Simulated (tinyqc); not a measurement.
What each value does: bond-orbital model of a tetrahedral semiconductor (Harrison's universal couplings).

Hybrid level eh = (es + 3 ep)/4; metallic energy V1 = (ep - es)/4 for each atom; covalent energy V2 = 3.22 hbar^2/(m d^2); polar energy V3 = (ehc - eha)/2; hbar^2/m = 2c, c = hbar^2/2m0. Polarity ap = V3/sqrt(V2^2 + V3^2), covalency ac = V2/sqrt(V2^2 + V3^2). p-p coupling at Gamma Exx = (4/3)(2.22 - 2 x 0.63) hbar^2/(m d^2) = 1.28 hbar^2/(m d^2), s-s coupling Ess = 4 x 1.32 hbar^2/(m d^2).

Constants: hbar^2/2m0 = 3.80998211 eV angstrom^2.

Inputs chosen for the exercise (near tabulated values for Ge; the model gives trends, and its gaps can be far from the real ones; the results hold for these values, not for the real material):
- esc = -15.15 eV (s level, cation)
- epc = -7.4 eV (p level, cation)
- esa = -15.15 eV (s level, anion)
- epa = -7.4 eV (p level, anion)
- d = 2.44 angstrom (bond length)

The bond-antibond splitting is 2 sqrt(V2^2 + V3^2). E0 is the upper root of [[esa, 5.28 u], [5.28 u, esc]] less the lower root of [[epa, 1.28 u], [1.28 u, epc]], u = hbar^2/(m d^2).

One parameter was then changed.

Results before and after:
```
case          ap  bond-antibond splitting (eV)  Ev (eV)  E0 (eV)
base      0.0000                         8.243   -9.038    0.646
changed  -0.0152                         8.243   -9.038    0.901
```

Which of these changes was made? (a) epc = -6.9 eV; (b) d = 2.49 angstrom; (c) epa = -6.9 eV; (d) esa = -14.65 eV; (e) esc = -14.65 eV.

Answer: (d) esa = -14.65 eV. Of the candidates, run in turn, only this one gives the changed row.

All candidates:
```
case                    ap  bond-antibond splitting (eV)  Ev (eV)  E0 (eV)
base                0.0000                         8.243   -9.038    0.646
esc = -14.65 eV     0.0152                         8.243   -9.038    0.901
epc = -6.9 eV       0.0454                         8.251   -8.807    0.415
esa = -14.65 eV    -0.0152                         8.243   -9.038    0.901
epa = -6.9 eV      -0.0454                         8.251   -8.807    0.415
d = 2.49 angstrom   0.0000                         7.915   -8.973    0.312
```

(tinyqc, `OMP_NUM_THREADS=1 python tinyqc.py 1451475 1451476 out.jsonl`, Intel(R) Xeon(R) Processor @ 2.30GHz, 1 thread, shared host, about 0.01 s.)
